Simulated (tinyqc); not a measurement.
Single-band model of a thermoelectric material: one step, computed by the program tinyqc.

One spherical band, one scattering law, no minority carriers and no phonon drag. In a real material minority carriers limit |S| to about E_g/(2 e T), so larger values are formal. eta = E_F/(k_B T) is counted from the band edge; f = 1/(1 + exp(x - eta)).

Question. Limiting formulas for the Seebeck coefficient. Classical: |S| = (k_B/e)[r + 5/2 - ln(n/N_c)], N_c = (3 sqrt(pi)/4) N_0. Degenerate (Mott): |S| = (pi^2/3)(k_B/e)(r + 3/2)/eta_F, eta_F = (n/N_0)^(2/3).

Inputs (values chosen for the exercise, modelled on n-type Mg3Sb2): carrier density n = 6.5e+18 1/cm^3; temperature T = 380 K.

Band: parabolic. Scattering: acoustic phonons, r = -0.5.

Seebeck coefficient |S| = 333.5888 microvolt/K

N_0 = 3.104691e+19 1/cm^3

Constants: k_B = 8.617333262e-05 eV/K.

Give: Seebeck coefficients.

Answer.

Seebeck coefficients:
```
formula        |S| (microvolt/K)  deviation (%)
full integral              333.6            0.0
classical                  331.6           -0.6
degenerate                 804.1          141.0
```
